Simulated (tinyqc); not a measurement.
X-ray reflectivity of a thin film on silicon: critical angles, Parratt recursion, fringes and roughness: one step, computed by the program tinyqc.

n = 1 - delta + i beta; the classical electron radius is r_e = 2.8179403e-6 nm. Layer 0 is vacuum, 1 the film, 2 the substrate.

Question. Fringe period, contrast and decay. Far above the critical angle the period is d theta = lambda/(2 d), or 2 pi/d in q; the envelope runs between (|r_01| - |r_12 p|)^2 and (|r_01| + |r_12 p|)^2; contrast = 2 a b/(a^2 + b^2) with a = |r_01|, b = |r_12 p|; roughness factors on the amplitudes are about exp(-q^2 sigma^2/2).

Inputs (values chosen for the exercise, modelled on TaN on silicon, copper K-alpha radiation):

| quantity | value | unit |
|---|---|---|
| wavelength lambda | 0.15406 | nm |
| film thickness d | 59.9 | nm |
| roughness of the surface sigma_1 | 0.6 | nm |
| roughness of the interface sigma_2 | 0.17 | nm |

1000 r_01 = 4.674602-0.401181i

1000 r_12 = -13.06194+1.24777i

p = -0.6121752-0.1306427i

q = 4 pi sin(theta)/lambda = 2.775544 1/nm

Give: period in theta; period in q; contrast; roughness factor, surface; roughness factor, interface.

Answer.

period in theta = 0.07368 degrees

period in q = 0.1049 1/nm

contrast = 0.8614

roughness factor, surface = 0.2499

roughness factor, interface = 0.8947
